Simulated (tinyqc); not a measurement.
Hole mobility in a silicon inversion layer, empirical terms and Matthiessen rule: one step of the calculation.

Inversion layer of sheet density Ns on a uniformly doped body. The mobility terms are empirical power laws with prefactors chosen for the exercise; adding their inverses (Matthiessen) is itself an approximation.

Problem. Inversion density for the measured current. I = (W/L) q Ns mu Vd. E = q (Ndep + eta Ns)/(eps0 eps_r) in MV/cm. With t = T/(300 K): muC = Ac (Ns/1e12 cm^-2) t/(Nb/1e17 cm^-3 + Nit/1e11 cm^-2), muP = Ap E^(-1/3) t^(-1.75), muS = As E^(-gs); 1/mu is the sum of the inverses. Ns(new) = I/((W/L) q mu Vd).

Parameters, values chosen for the exercise; material values close to those of silicon:
- T = 293 K (temperature)
- eps_r = 11.6 (relative permittivity of the semiconductor)
- Nb = 2.2e17 cm^-3 (body doping)
- eta = 0.3333 (weight of the inversion charge in the effective field)
- Ap = 114 cm^2/(V s) (phonon-limited mobility at 1 MV/cm and 300 K)
- As = 509 cm^2/(V s) (roughness-limited mobility at 1 MV/cm)
- gs = 1 (exponent of the roughness term)
- Ac = 1800 cm^2/(V s) (Coulomb prefactor)
- Nit = 8e11 cm^-2 (charge at the interface)
- WL = 1 (ratio W/L)
- Vd = 0.02 V (drain voltage)
- I = 1.04 uA (measured linear current)

Constants: q = 1.602176634e-19 C, eps0 = 8.8541878128e-14 F/cm where lengths are in cm. Results are converted to the units shown.

Ns after iteration 1 = 2.9458839e12 cm^-2
Ndep = 1.8308362e12 cm^-2

Wanted: E; mu; Ns after iteration 2.

Solution.

E = 0.43876 MV/cm
mu = 108.37 cm^2/(V s)
Ns after iteration 2 = 2.9948e12 cm^-2

Computed by the program tinyqc: `OMP_NUM_THREADS=1 python tinyqc.py 2510038 2510039 out.jsonl`, one thread of a shared Intel Xeon 2.30GHz, about 0.01 s for the whole run.
